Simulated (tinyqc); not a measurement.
# Biaxially strained (001) channel, valley splitting in an inversion layer: effect of the confining field

A thin layer grown on a relaxed buffer is stretched in the plane. The two valleys with their long axis along the growth direction (D2) sink against the four in-plane ones (D4); confinement in a triangular well splits them too. Only the lowest subband of each set is kept; one relaxation time, so the weakening of intervalley scattering is left out.

e_par = b1 x, e_perp = -2 (c12/c11) e_par, splitting D = Xu (e_par - e_perp), in-plane stress (c11 + c12 - 2 c12^2/c11) e_par. Levels E(m) = 2.33811 (hbar^2 q^2 F^2/(2 m))^(1/3): E2 = E(ml), E4 = E(mt) + D; N2 = 2 mt kB T/(pi hbar^2), N4 = 4 sqrt(mt ml) kB T/(pi hbar^2). EF solves Ns = N2 ln(1 + exp((EF - E2)/Vt)) + N4 ln(1 + exp((EF - E4)/Vt)); f2 is the share in D2, and 1/mc = f2/mt + (1 - f2)(1/mt + 1/ml)/2. The gain is mc(x = 0)/mc.

Inputs (values chosen for the exercise); values close to those of silicon on relaxed silicon-germanium: temperature T = 400 K; germanium share of the relaxed buffer x = 0.37; lattice mismatch per unit x b1 = 0.0418; elastic constant c11 = 167 GPa; elastic constant c12 = 65.9 GPa; shear deformation potential Xu = 9.19 eV; longitudinal mass ml = 0.902 m0; transverse mass mt = 0.196 m0; inversion density Ns = 1.1e12 cm^-2.

Constants: q = 1.602176634e-19 C, kB = 1.380649e-23 J/K, hbar = 1.054571817e-34 J s, m0 = 9.1093837015e-31 kg, Vt = kB T/q, hbar^2/(2 m0) = 0.0380998212 eV nm^2. Results are converted to the units shown.

The same in every row: D (meV) = 254.3.

Effect of the confining field:
```
F (MV/cm)  f2 without strain      f2  mc (m0)   gain
0.1                   0.3219  0.9986   0.1961  1.360
0.3                   0.5046  0.9993   0.1960  1.240
0.5                   0.6490  0.9996   0.1960  1.159
0.7                   0.7570  0.9998   0.1960  1.105
0.9                   0.8337  0.9999   0.1960  1.070
1.1                   0.8866  0.9999   0.1960  1.046
1.3                   0.9224  0.9999   0.1960  1.031
1.5                   0.9466   1.000   0.1960  1.021
```

As F goes from 0.1 to 1.5 MV/cm, f2 stays near 1.00 (without strain: it rises from 0.322 to 0.947) and the gain falls from 1.36 to 1.02. Strong confinement already empties D4, so strain has less to move.

Program tinyqc, `OMP_NUM_THREADS=1 python tinyqc.py 2530043 2530044 out.jsonl`; Intel Xeon 2.30GHz, shared host, one thread, about 0.01 s.
